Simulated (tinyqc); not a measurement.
# Charge control and current of a heterostructure field-effect transistor, step by step

A worked calculation. Computed by tinyqc, a small Python program that keeps every step. Command: `OMP_NUM_THREADS=1 python tinyqc.py 3026003 3026004 out.jsonl hemt walk`. One thread of a shared host (Intel(R) Xeon(R) Processor @ 2.30GHz), about 0.01 s of CPU time with the checks. Intermediate numbers are printed to about 6 digits and carried at full precision; extremes and crossings named in words are read from the listed rows.

Two subbands in a triangular well; E_F is counted from the conduction band edge of the channel at the interface.

Inputs (values chosen for the exercise, modelled on AlGaN/GaN): channel mass m = 0.2 m_0; permittivity eps (barrier and channel) = 9.67; barrier thickness d = 37 nm; Schottky barrier phi_B = 1.2 eV; conduction band offset dE_c = 0.5 eV; polarisation charge sigma/e = 1.8e+13 1/cm^2; gate voltage V_G = 0 V; mobility mu = 1600 cm^2/(V s); saturation velocity v_s = 1.5 1e7 cm/s; gate length L = 230 nm; source resistance R_S = 0 ohm mm; temperature T = 77 K; mixing = 0.5; iteration cap = 200.

Charge source: polarisation. Velocity law: smooth.

Constants: e = 1.602176634e-19 C; eps_0 = 8.8541878128e-12 F/m; k_B = 8.617333262e-05 eV/K; hbar = 1.054571817e-34 J s; m_0 = 9.1093837015e-31 kg; k_B = 1.380649e-23 J/K.

## Threshold and barrier capacitance

Threshold V_T = phi_B - dE_c - sigma d/(eps eps_0) (in volts); C_b = eps eps_0/d.

threshold voltage V_T = -11.7626 V

barrier capacitance C_b = 0.231405 microfarad/cm^2

The device is normally on.

## First iteration

Charge control: n_s = C_b (V_G - V_T - E_F/e)/e. Well: mean field F = e n_s/(2 eps eps_0), E_i = (hbar^2/2m)^(1/3) [(3 pi e F/2)(i + 3/4)]^(2/3), i = 0, 1; n_s = D k_B T sum_i ln(1 + exp((E_F - E_i)/k_B T)), D = m/(pi hbar^2), which is solved in closed form for E_F. Iteration from n_s = C_b (V_G - V_T)/(2e): E_F from n_s, n_out from the charge control, n_new = n_s + mixing (n_out - n_s), kept above n_s/10; stop when |n_out/n_s - 1| < 1e-9.

starting n_s = 8.49449e+12 1/cm^2

E_0 = 246.790 meV

E_1 = 434.156 meV

E_F = 348.464 meV

n_out = 1.64857e+13 1/cm^2

Caution: a density of n_out would put E_F above the conduction band minimum of the barrier, where parallel conduction sets in.

## Sheet density

The formulas are those given above.

Course of the iteration:
```
iteration  n_s (1/cm^2)  E_F (meV)  |n_out/n_s - 1|
1           8.49449e+12    348.464      9.40751e-01
2           1.24901e+13    468.613      3.06008e-01
3           1.44011e+13    523.260      1.27220e-01
4           1.53172e+13    548.951      5.73831e-02
5           1.57566e+13    561.171      2.67711e-02
6           1.59676e+13    567.013      1.26803e-02
7           1.60688e+13    569.812      6.04865e-03
...                 ...        ...              ...
23          1.61623e+13    572.393      4.78587e-08
24          1.61623e+13    572.393      2.29754e-08
25          1.61623e+13    572.393      1.10298e-08
26          1.61623e+13    572.393      5.29505e-09
27          1.61623e+13    572.393      2.54199e-09
28          1.61623e+13    572.393      1.22033e-09
29          1.61623e+13    572.393      5.85840e-10
```

sheet density n_s = 1.61623e+13 1/cm^2

Converged in 29 iterations.

## Levels and gate capacitance

C_g = e dn_s/dV_G = 1/(1/C_b + 1/C_q), 1/C_q = d(E_F/e)/d(e n_s) by a central difference of +/- 0.1 % in n_s; added distance dd = eps eps_0/C_q.

E_0 = 378.940 meV

E_1 = 666.636 meV

E_F = 572.393 meV

share in the second subband = 2.32778e-06 %

gate capacitance C_g = 0.222534 microfarad/cm^2

added distance dd = 1.47494 nm

C_g is 96 % of C_b: the finite density of states and the rise of E_0 act as 1.5 nm of extra barrier. Caution: E_F lies above the conduction band minimum of the barrier, so electrons would spill into the barrier.

## Saturation current

With V = e n_s/C_g and V_c = v_s L/mu: for v = mu F/(1 + mu F/v_s), V_Dsat = V_c (sqrt(1 + 2V/V_c) - 1) and I/W = C_g v_s (V - V_Dsat); g_m = dI/dV; extrinsic g_m/(1 + g_m R_S); f_T = g_m/(2 pi C_g L).

V = 11.6363 V

V_c = 0.215625 V

V_Dsat = 2.03485 V

saturation current I/W = 3204.98 mA/mm

intrinsic g_m = 301.819 mS/mm

extrinsic g_m = 301.819 mS/mm

intrinsic f_T = 93.8516 GHz

V/V_c = 53.97: velocity saturation rules; I is 83 % of e n_s v_s = 3880 mA/mm.

## Gate length

The formulas are those given above.

Scaling; the last columns are v_s/(2 pi L) and mu V/(2 pi L^2):
```
L (nm)  I/W (mA/mm)  g_m (mS/mm)  extrinsic g_m (mS/mm)  f_T (GHz)  velocity limit (GHz)  mobility limit (GHz)
30          3623.39      322.205                322.205    768.127               795.775           3.29240e+05
60          3520.61      317.411                317.411    378.350               397.887           8.23100e+04
120         3380.35      310.649                310.649    185.145               198.944           2.05775e+04
250         3178.95      300.471                300.471     85.958                95.493           4.74106e+03
500         2927.13      286.898                286.898     41.037                47.746           1.18526e+03
1000        2606.88      268.115                268.115     19.175                23.873           2.96316e+02
2000        2217.98      242.655                242.655      8.677                11.937           7.40790e+01
5000        1627.46      197.126                197.126      2.820                 4.775           1.18526e+01
```

f_T scales as L^-1.02 at the short end and L^-1.23 at the long end; the two limits cross at L = mu V/v_s = 12400 nm. g_m tends to C_g v_s = 334 mS/mm. Fringe capacitances and short-channel effects, left out, lower f_T once L is below about ten barrier thicknesses.

Checks made by the program: iterated density against a bracketing root search (relative difference 6e-10).
